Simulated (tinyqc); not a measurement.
Surface photovoltage measurement of the minority-carrier diffusion length in a wafer: one step, computed by the program tinyqc.

Low injection, steady light, a depletion layer much thinner than 1/alpha and L. The excess density dn is taken at the front edge of the neutral region; light that reaches the back is lost.

Question. One wavelength. alpha = (84.732/lambda - 76.417)^2 per cm with lambda in micrometre (an empirical fit for silicon between 0.7 and 1.05 micrometre). Thick wafer: dn = Phi L/((S_f + D/L)(L + 1/alpha)). Finite wafer, with s = S_b L/D, w = W/L, a = alpha L: dn = [Phi a/(a^2 - 1)] [a - B - exp(-alpha W)(a - s)/(cosh w + s sinh w)]/(S_f + B D/L), B = (sinh w + s cosh w)/(cosh w + s sinh w). Photovoltage V = (k_B T/e) ln(1 + dn/n_0). Lifetime = L^2/D.

Inputs (values chosen for the exercise, modelled on p-type silicon at room temperature):
```
quantity                                             value        unit
diffusion length L                                      17  micrometre
wafer thickness W                                      625  micrometre
diffusivity D                                         25.3      cm^2/s
front recombination velocity S_f                     78000        cm/s
back recombination velocity S_b                      30000        cm/s
photon flux entering                               1.3e+12  1/(cm^2 s)
minority density at the surface barrier scale n_0  6.1e+09      1/cm^3
temperature T                                          298           K
wavelength                                             848          nm
```

Constants: k_B = 8.617333262e-05 eV/K.

Give: alpha; penetration depth 1/alpha; dn, thick wafer; B; dn, finite wafer; photovoltage V; lifetime.

Answer.

alpha = 552.38 1/cm

penetration depth 1/alpha = 18.103 micrometre

dn, thick wafer = 6.7781e+06 1/cm^3

B = 1

dn, finite wafer = 6.7781e+06 1/cm^3

photovoltage V = 0.028519 mV

lifetime = 0.11423 microsecond
